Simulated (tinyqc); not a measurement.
p-n diode, drift-diffusion by the Gummel loop with Scharfetter-Gummel fluxes: one step of the calculation.

Abrupt junction at x = 0, p side from -Lp, n side to Ln, ohmic contacts. psi is counted from the intrinsic level; n = ni exp((psi - phin)/Vt), p = ni exp((phip - psi)/Vt). Contacts: p side psi = V - Vt ln(Na/ni), p = Na, n = ni^2/Na; n side psi = Vt ln(Nd/ni), n = Nd, p = ni^2/Nd. Constant mobilities, D = mu Vt, Boltzmann statistics, SRH recombination through a mid-gap level, U = (n p - ni^2)/(tp (n + ni) + tn (p + ni)). Current is positive from the p contact to the n contact.

Task. Poisson equation. With phin and phip held, solve a_i (psi_(i+1) - psi_i) - a_(i-1) (psi_i - psi_(i-1)) + q w_i (p_i - n_i + C_i) = 0 for the inner nodes by Newton steps to convergence; a_i = eps0 eps_r/h_i, h_i = x_(i+1) - x_i, w_i = (h_(i-1) + h_i)/2, C = -Na or +Nd.

Inputs (values chosen for the exercise); band and dielectric values close to those of germanium: temperature T = 300 K; relative permittivity eps_r = 16.3; acceptor density of the p side Na = 1.2e17 cm^-3; donor density of the n side Nd = 4.4e17 cm^-3; bias of the p contact V = 0.25 V.

Constants: q = 1.602176634e-19 C, kB = 1.380649e-23 J/K, Vt = kB T/q, eps0 = 8.8541878128e-14 F/cm where lengths are in cm. Results are converted to the units shown.

```
node  x (nm)  phin at the start (V)  phip at the start (V)
0      -2200                   0.25                   0.25
1       -926                      0                   0.25
2       -382                      0                   0.25
3       -150                      0                   0.25
4      -51.2                      0                   0.25
5         -9                      0                   0.25
6          9                      0                   0.25
7       38.4                      0                   0.25
8       86.3                      0                   0.25
9        164                      0                   0.25
10       292                      0                   0.25
11       500                      0                      0
```

ni = 2.8383125e13 cm^-3

Wanted: psi; n after Poisson; p after Poisson.

Result.

```
node  psi (V)  n after Poisson (cm^-3)  p after Poisson (cm^-3)
0      0.0341                  6.713e9                 1.200e17
1      0.0341                 1.063e14                 1.201e17
2      0.0341                 1.063e14                 1.201e17
3      0.0342                 1.065e14                 1.198e17
4      0.0401                 1.339e14                 9.529e16
5      0.1247                 3.530e15                 3.615e15
6      0.2329                 2.320e17                 5.500e13
7      0.2487                 4.278e17                 2.983e13
8      0.2494                 4.398e17                 2.902e13
9      0.2494                 4.400e17                 2.900e13
10     0.2494                 4.400e17                 2.900e13
11     0.2494                 4.400e17                  1.831e9
```

Computed by the program tinyqc: `OMP_NUM_THREADS=1 python tinyqc.py 2240045 2240046 out.jsonl`, one thread of a shared Intel Xeon 2.30GHz, about 0.1 s for the whole run.
